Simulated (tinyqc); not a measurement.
From projected life back to use voltage V_u: time-dependent dielectric breakdown: cell percolation, Weibull statistics, area scaling and voltage extrapolation. Computed by tinyqc, a small Python program. Command: `OMP_NUM_THREADS=1 python tinyqc.py 3024257 3024258 out.jsonl tddb inv`. One thread of a shared host (Intel(R) Xeon(R) Processor @ 2.30GHz), about 0.02 s of CPU time with the checks.

The oxide is divided into columns of area a^2, each holding m = t_ox/a cells (m is taken as continuous). A share lambda(t) = (t/t_1)^alpha of the cells is defective, and a column whose cells are all defective breaks down.

Inputs (values chosen for the exercise, for a model gate oxide):

| quantity | value | unit |
|---|---|---|
| oxide thickness t_ox | 5.6 | nm |
| defect cell size a | 1.2 | nm |
| exponent alpha of defect growth | 0.61 | - |
| time t_1 at which the occupied share would reach 1 | 8.5e+06 | s |
| test area A | 200 | um^2 |
| product area A_u | 1e+07 | um^2 |
| stress voltage V | 7.5 | V |
| local exponent n = -d ln t/d ln V at the stress voltage | 36 | - |
| activation energy E_a | 0.61 | eV |
| stress temperature T | 150 | C |
| use temperature T_u | 85 | C |
| allowed failure fraction F | 0.0001 | - |

Voltage law used: E.

Constants: k_B = 8.617333262e-05 eV/K.

Method:
- Failure fraction F = 1 - (1 - lambda^m)^N with N = A/a^2 columns, which for small lambda^m is 1 - exp(-(t/t63)^beta) with beta = alpha m and t63 = t_1 N^(-1/beta); critical share lambda(t63) = N^(-1/m). 1 um^2 = 1e6 nm^2.
- All three voltage laws share the slope n at the stress voltage. Factor t(V_u)/t(V): E law exp(n (1 - V_u/V)); 1/E law exp(n (V/V_u - 1)); power law (V/V_u)^n.
- Temperatures in kelvin are T(C) + 273.15.
- Temperature factor exp[(E_a/k_B)(1/T_u - 1/T)]; area factor (A/A_u)^(1/beta); percentile factor (-ln(1 - F))^(1/beta); life = t63 x all four; 1 year = 3.15576e7 s.

Problem. A run gave the result below. Find the use voltage V_u, known to lie between 2.4 and 5.5 V.

projected life = 252.2518 years

Solution.

Each step takes the trial c = (a f_b - b f_a)/(f_b - f_a), f being the result less the target and a, b, c the logarithms of the listed values; c replaces end b, the old b replaces a if the sign of f changed, and otherwise f_a is halved.

Scan of the range:

| use voltage V_u (V) | projected life (years) |
|---|---|
| 2.40 | 2.91160e+05 |
| 2.76 | 5.17214e+04 |
| 3.16 | 7.58272e+03 |
| 3.63 | 7.94432e+02 |
| 4.17 | 5.94793e+01 |
| 4.79 | 3.03323e+00 |
| 5.50 | 1.00422e-01 |

False position (Illinois rule, in the logarithm of the input) inside the bracket:

| step | end a | end b | trial | projected life (years) |
|---|---|---|---|---|
| 1 | 3.63000 | 4.17000 | 4.02104 | 121.588 |
| 2 | 3.63000 | 4.02104 | 3.88945 | 228.672 |
| 3 | 3.63000 | 3.88945 | 3.84986 | 276.524 |
| 4 | 3.88945 | 3.84986 | 3.86989 | 251.178 |
| 5 | 3.84986 | 3.86989 | 3.86904 | 252.206 |
| 6 | 3.84986 | 3.86904 | 3.86897 | 252.294 |
| 7 | 3.86904 | 3.86897 | 3.86900 | 252.252 |
| 8 | 3.86897 | 3.86900 | 3.86900 | 252.252 |

Projected life falls at every point of a 13-point scan of the range (every second point is shown), so one value fits; it is bracketed by 3.63 and 4.17. Answer: use voltage V_u = 3.869 V.

Caution: t_1 is an input here; in a real oxide it changes with thickness at fixed voltage.
